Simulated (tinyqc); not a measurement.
Read current of a NAND string, cells in series solved by shooting: one step of the calculation.

Cells in series, numbered from 0 at the source line (0 V) to the bit line, each followed by a gap resistance Rg. A cell with gate Vg, threshold VT, source Vs and drain Vd passes I = 2 nf K Vt^2 [F(Vs) - F(Vd)]/(1 + th max(Vg - VT, 0)), F(V) = ln^2(1 + exp((Vg - VT - nf V)/(2 nf Vt))). The selected cell has Vg = Vr, the others Vg = Vp.

Problem. Node voltages for a trial current. For a trial current I start at 0 V and, cell by cell (the selected one is cell 5), solve for the drain: sqrt(F(Vd)) = sqrt(F(Vs) - I/k), k = 2 nf K Vt^2/(1 + th max(Vg - VT, 0)), Vd = [Vg - VT - 2 nf Vt ln(exp(sqrt F) - 1)]/nf, then add I Rg.

Values chosen for this exercise; values of the order met in vertical NAND strings: temperature T = 300 K; gain factor of a cell K = 7 uA/V^2; slope factor nf = 2; mobility reduction factor th = 0.03 1/V; resistance of the gap between cells Rg = 11 kohm; bit-line voltage Vbl = 0.3 V; pass voltage Vp = 8 V; read voltage on the selected word line Vr = 1.95 V.

Constants: q = 1.602176634e-19 C, kB = 1.380649e-23 J/K, Vt = kB T/q. Results are converted to the units shown.

first trial current = 0.27 uA

| cell | thresholds from the source end (V) |
|---|---|
| 0 | 4.2 |
| 1 | 4.2 |
| 2 | 4.2 |
| 3 | 4.2 |
| 4 | 4.2 |
| 5 | 1.3 |

Give: node voltage after each cell and gap, trial 1.

Solution.

| cell | node voltage after each cell and gap, trial 1 (V) |
|---|---|
| 0 | 0.014311 |
| 1 | 0.028709 |
| 2 | 0.043196 |
| 3 | 0.057773 |
| 4 | 0.072442 |
| 5 | 0.17348 |

Numbers from tinyqc (`OMP_NUM_THREADS=1 python tinyqc.py 2142032 2142033 out.jsonl`; about 0.6 s on one thread of a shared Intel Xeon 2.30GHz).
